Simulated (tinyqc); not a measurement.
Long-channel MOSFET, surface-potential model: two steps of the calculation.

n-channel transistor on a uniformly doped p-type body, gradual-channel approximation, constant mobility, Boltzmann statistics, full ionisation. Potentials are counted from the neutral body; V is the electron quasi-Fermi potential, Vsb at the source and Vsb + Vds at the drain. Charges are magnitudes per area.

Inputs (values chosen for the exercise); material values close to those of silicon:
```
symbol  value  unit                   meaning
T         400     K               temperature
Vfb     -0.54     V         flat-band voltage
Vsb         0     V  source-body reverse bias
Vgs      3.43     V       gate-source voltage
```

Constants: q = 1.602176634e-19 C, kB = 1.380649e-23 J/K, Vt = kB T/q. Results are converted to the units shown.

Problem 1. Surface potential at the source by Newton steps. With V = Vsb: G = psi - Vt + Vt e, e = exp((psi - 2 phiF - Vsb)/Vt); f = Vgs + Vsb - Vfb - psi - gamma sqrt(G); f' = -1 - gamma (1 + e)/(2 sqrt(G)); psi(new) = psi - f/f'.

psi after iteration 1 = 1.0583732 V
phiF = 0.45345866 V
gamma = 2.7534110 V^0.5

Wanted: G; f; f'; psi after iteration 2.

Solution 1.

G = 3.8145 V
f = -2.4660 V
f' = -58.772
psi after iteration 2 = 1.0164 V

Problem 2. Inversion charge along the channel. The surface potential psi at channel potential V solves Vgs + Vsb - Vfb - psi = gamma sqrt(G), G = psi - Vt + Vt exp((psi - 2 phiF - V)/Vt). Charge sheet: Qi = Cox gamma [sqrt(G) - sqrt(psi - Vt)]. Pao-Sah: Qi = (Cox gamma/2) integral from 3 Vt to psi of exp((u - 2 phiF - V)/Vt)/sqrt(G(u, V)) du.

V, point 0 to 6 (V): 0  0.0083333330  0.016666667  0.025  0.033333333  0.041666667  0.05
phiF = 0.45345866 V
Cox = 0.28843188 uF/cm^2
gamma = 2.7534110 V^0.5

Give: psi; Qi, charge sheet; Qi, Pao-Sah.

Solution 2.

```
point  psi (V)  Qi, charge sheet (nC/cm^2)  Qi, Pao-Sah (nC/cm^2)
0        0.974                       94.11                  95.89
1        0.981                       89.50                  91.18
2        0.988                       84.94                  86.53
3        0.994                       80.44                  81.94
4        1.000                       76.01                  77.41
5        1.007                       71.65                  72.96
6        1.013                       67.35                  68.58
```

At the source the charge-sheet charge is 1.9 % below the Pao-Sah one.

Program tinyqc, `OMP_NUM_THREADS=1 python tinyqc.py 2360085 2360086 out.jsonl`; Intel Xeon 2.30GHz, shared host, one thread, about 0.03 s.
